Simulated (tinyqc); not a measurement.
Inside a calculation. Method: Hubbard ring of 3 sites. One step of it, computed by the program tinyqc.

Problem. The many-body Hamiltonian. Basis: all placements (u, d, 2, 0 on each site), up operators ordered before down ones; hops carry the sign of the same-spin electrons passed.

one-body matrix (hopping and site energies) (eV), lower triangle:
```
           1          2         3
1  -0.810000
2  -1.830000   0.110000
3  -1.830000  -1.830000  0.520000
```

U = 1.900000 eV

electrons, up and down: 2  1

Give: H.

Solution.

H (eV), lower triangle:
```
        2u0     u20     uud     20u     udu     u02     duu     02u
2u0   0.390
u20  -1.830   1.310
uud  -1.830  -1.830  -0.180
20u  -1.830   0.000   0.000   0.800
udu   0.000  -1.830   0.000  -1.830  -0.180
u02   0.000   0.000  -1.830  -1.830  -1.830   2.130
duu   1.830   0.000   0.000  -1.830   0.000   0.000  -0.180
02u   0.000   1.830   0.000   0.000  -1.830   0.000  -1.830   2.640
0u2   0.000   0.000   1.830   0.000   0.000  -1.830  -1.830  -1.830

       0u2
0u2  3.050
```
